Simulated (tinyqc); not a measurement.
Two electrons on one impurity (helium-like model): one step. The minimum over a and b. Three cases, with inputs chosen for the exercise.

Problem. Give a, b, E, both binding energies and U, their difference.

Units Ha* = 2 Ry m/eps^2 and a* = a0 eps/m. One electron is bound by Z^2/2. Two electrons in the singlet built from exp(-a r) and exp(-b r): S = 8 (ab)^(3/2)/(a + b)^3, h_aa = a^2/2 - Z a, h_bb alike, h_ab = S (ab/2 - Z (a + b)/2), J = ab (a^2 + 3ab + b^2)/(a + b)^3, K = 20 (ab)^3/(a + b)^5, E = (h_aa + h_bb + 2 S h_ab + J + K)/(1 + S^2). For a = b this is a^2 - 2 Z a + 5a/8. Real double donors are deeper, since the central cell is left out.

Case 1.

Values chosen (out of a larger set: near those of impurities in InP; not measured data): Z = 1.1 (effective charge (1: D- centre, 2: double donor; other values mimic a central cell)).

Ha* = 13.83430 meV
a* = 81.9579 angstrom
E with equal orbitals = -0.6201562 Ha*

Case 2.

Values chosen (out of a larger set: near those of impurities in cubic GaN; not measured data): Z = 1 (effective charge (1: D- centre, 2: double donor; other values mimic a central cell)).

Ha* = 64.18225 meV
a* = 24.1243 angstrom
E with equal orbitals = -0.4726562 Ha*

Case 3.

Values chosen (out of a larger set: near those of impurities in cubic GaN; not measured data): Z = 1 (effective charge (1: D- centre, 2: double donor; other values mimic a central cell)).

Ha* = 56.66678 meV
a* = 25.9297 angstrom
E with equal orbitals = -0.4726562 Ha*

Give: a, b; E; binding of the first and second electron; U.

Solution.

Case 1.

a, b (1/a*): 1.158  0.388

E = -0.65690 Ha*

binding of the first and second electron (meV): 8.37  0.72

U = 7.65 meV

Letting one electron stay close and the other roam (decay lengths 71 and 211 angstrom) gains 0.51 meV.

Case 2.

a, b (1/a*): 1.039  0.283

E = -0.51330 Ha*

binding of the first and second electron (meV): 32.09  0.85

U = 31.24 meV

Letting one electron stay close and the other roam (decay lengths 23 and 85 angstrom) gains 2.61 meV. The exact value for Z = 1 is -0.52775, a binding of 1.78 meV, so this function recovers 48 % of it.

Case 3.

a, b (1/a*): 1.039  0.283

E = -0.51330 Ha*

binding of the first and second electron (meV): 28.33  0.75

U = 27.58 meV

Letting one electron stay close and the other roam (decay lengths 25 and 92 angstrom) gains 2.30 meV. The exact value for Z = 1 is -0.52775, a binding of 1.57 meV, so this function recovers 48 % of it.

Computed by tinyqc, one run a case: `OMP_NUM_THREADS=1 python tinyqc.py N N+1 out.jsonl` with N = 1250935, 1251085, 1251097; one thread of a shared Intel(R) Xeon(R) Processor @ 2.30GHz, about 0.03 s a run at most.
